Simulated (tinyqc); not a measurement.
Current crowding under a contact, resistor ladder against the transmission-line model: two steps of the calculation.

A metal contact of length d and width W on a thin layer of the same width. The metal has no resistance, the sheet resistance under it equals Rsh, and current enters the layer at the front edge x = 0.

Values chosen for this exercise: sheet resistance of the semiconductor layer Rsh = 1300 ohm/sq; specific contact resistivity rc = 3.9e-8 ohm cm^2; contact length d = 0.0088 um; contact width W = 9.9 um; cells n = 7; current I = 1 mA.

Task 1. Voltages and the share of the current. Cut the contact into n cells of length hc = d/n. Neighbouring cell centres are joined by a = W/(Rsh hc), each centre joins the metal (0 V) by g = W hc/rc, and I enters cell 1 through half a cell: -a v_(i-1) + b_i v_i - a v_(i+1) = I for i = 1 and 0 otherwise, b_i = g + 2 a (g + a at both ends). Rc = v_1/I + 1/(2 a). Cell i passes g v_i to the metal.

a = 6.0576923 S
g = 0.0031912088 S

```
cell,b_i (S)
1,6.0608835
2,12.118576
3,12.118576
4,12.118576
5,12.118576
6,12.118576
7,6.0608835
```

Give: v_i; share of the current; Rc of the ladder.

Result 1.

```
cell,v_i (mV),share of the current (%)
1,45.07,14.38
2,44.93,14.34
3,44.81,14.30
4,44.72,14.27
5,44.65,14.25
6,44.60,14.23
7,44.58,14.23
```

Rc of the ladder = 45.15 ohm

The first cell passes 14.4 % of the current and the last 14.2 %; an even spread would give 14.3 % each.

Task 2. The transmission-line result. Transfer length Lt = sqrt(rc/Rsh); front resistance Rc = (Rsh Lt/W) coth(d/Lt); end resistance Re = (Rsh Lt/W)/sinh(d/Lt). v(x) = I (Rsh Lt/W) cosh((d - x)/Lt)/sinh(d/Lt) at the cell centres x = (i - 1/2) d/n.

Wanted: Lt; Rc; Re; v(x).

Result 2.

Lt = 0.054772 um
Rc = 45.150 ohm
Re = 44.574 ohm

```
cell,v(x) (mV)
1,45.071
2,44.929
3,44.812
4,44.718
5,44.647
6,44.600
7,44.577
```

The ladder's Rc is within 0.01 % of this value, with cells 0.023 Lt long.

tinyqc, about 0.01 s, one thread, Intel Xeon 2.30GHz (shared host): `OMP_NUM_THREADS=1 python tinyqc.py 2760016 2760017 out.jsonl`
